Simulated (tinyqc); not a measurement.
Voltage acceleration of oxide breakdown, four models on the same data: two steps of the calculation.

Field E = V/tox in MV/cm. Models: ln(t63/1 s) = a - c X with X = E (E model), -1/E (1/E model), ln V (power law, c the exponent n) or sqrt(E).

Parameters, values chosen for the exercise:
- tox = 6 nm (oxide thickness)
- Vu = 2.8 V (use voltage)
- Ts = 423 K (stress temperature)
- Tu = 358 K (use temperature)
- Ea = 0.59 eV (activation energy)
- ks = 3.7e-5 (factor for area and percentile)

Constants: q = 1.602176634e-19 C, kB = 1.380649e-23 J/K. Results are converted to the units shown.

Problem 1. Fitting the models. The three stress times were made with the power model, c = 34.1, and are treated as data. For each model fit ln t63 on X by least squares over the three points.

```
stress  V (V)  t63 (s)
0        4.54   1.89e5
1        5.35      700
2        6.51   0.8687
```

Wanted: c; a; largest misfit in ln t63 (0: below 0.002).

Solution 1.

```
model        c        a  largest misfit in ln t63 (0: below 0.002)
E       3.7238   40.114                                    0.35959
1/E     307.31  -28.280                                    0.36708
power   34.101   63.741                                    0.00000
sqrt E  22.582   74.164                                    0.18151
```

The worst misfit of any model is 0.37 in ln t63, a factor of 1.44 in time, comparable to the scatter of t63 from small samples, so such data hardly tell the models apart.

Problem 2. Projection to use conditions. Project to Vu, multiply by exp[(Ea q/kB)(1/Tu - 1/Ts)] and by ks; ten years are 3.15576e8 s. The largest voltage for ten years solves the same relation for V.

```
model           c           a
E       3.7237683   40.114275
1/E     307.30681  -28.280311
power   34.100517   63.741041
sqrt E  22.582024   74.164296
```

Wanted: temperature factor; lifetime; largest voltage for ten years.

Solution 2.

temperature factor = 18.89

```
model   lifetime (years)  largest voltage for ten years (V)
E                 0.1659                              2.140
1/E              4.596e5                              3.345
power              60.18                              2.951
sqrt E             2.336                              2.636
```

The lifetimes span 6.44 decades, from the E model (most cautious) to the 1/E model; the allowed voltage spans 2.14 to 3.35 V. 2 of the four models pass ten years at Vu. Lifetimes beyond a thousand years are formal extrapolations.

Range of the model: All four laws are empirical fits; none is established far below the stress range.

Program tinyqc, `OMP_NUM_THREADS=1 python tinyqc.py 2070149 2070150 out.jsonl`; Intel Xeon 2.30GHz, shared host, one thread, about 0.01 s.
